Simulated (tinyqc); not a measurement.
Effective charge: two electrons on one impurity (helium-like model).

Units Ha* = 2 Ry m/eps^2 and a* = a0 eps/m. One electron is bound by Z^2/2. Two electrons in the singlet built from exp(-a r) and exp(-b r): S = 8 (ab)^(3/2)/(a + b)^3, h_aa = a^2/2 - Z a, h_bb alike, h_ab = S (ab/2 - Z (a + b)/2), J = ab (a^2 + 3ab + b^2)/(a + b)^3, K = 20 (ab)^3/(a + b)^5, E = (h_aa + h_bb + 2 S h_ab + J + K)/(1 + S^2). For a = b this is a^2 - 2 Z a + 5a/8. Real double donors are deeper, since the central cell is left out.

Values chosen for the exercise (out of a larger set: near those of impurities in Si; not measured data): m = 0.324 m0 (one mean mass); eps = 12 (dielectric constant); Zs = (0.97, 1.06, 1.19, 1.61, 1.92, 2.92, 4.05) (charges).

Ha* = 61.2256 meV

Binding of the first electron, of the second (-E - Z^2/2) with equal and with unequal orbitals, and U, the first less the second (unequal).

Results (meV):

| Z | first | second, equal | second, unequal | a/b | U | U/(Z Ha*) |
|---|---|---|---|---|---|---|
| 0.97 | 28.8 | -2.34 | 0.26 | 4.09 | 28.5 | 0.481 |
| 1.06 | 34.4 | -0.19 | 2.14 | 3.19 | 32.3 | 0.497 |
| 1.19 | 43.4 | 3.79 | 5.91 | 2.67 | 37.4 | 0.514 |
| 1.61 | 79.4 | 23.72 | 25.55 | 2.06 | 53.8 | 0.546 |
| 1.92 | 112.9 | 45.36 | 47.09 | 1.87 | 65.8 | 0.559 |
| 2.92 | 261.0 | 155.26 | 156.86 | 1.60 | 104.2 | 0.583 |
| 4.05 | 502.1 | 353.13 | 354.68 | 1.47 | 147.5 | 0.595 |

Equal orbitals bind a second electron only above Z = (5/16)/(1 - 1/sqrt2) = 1.067; unequal ones do so in 7 of the 7 rows. Their gain is 2.60 meV in the first row and 1.55 in the last, while the second binding grows to 355 meV, so the gain decides the matter only near Z = 1. U grows almost linearly with Z: U/(Z Ha*) goes from 0.481 to 0.595, towards 5/8, while the first binding grows as Z^2. Angular correlation is left out: at Z = 1 this function binds the second electron by 0.0133 Ha*, half the exact 0.0278.

Computed by tinyqc, a small Python program: `OMP_NUM_THREADS=1 python tinyqc.py 1280501 1280502 out.jsonl` (the numbers bound the seed that draws the inputs); one thread of a shared host (Intel(R) Xeon(R) Processor @ 2.30GHz), about 0.06 s for the whole set of steps.
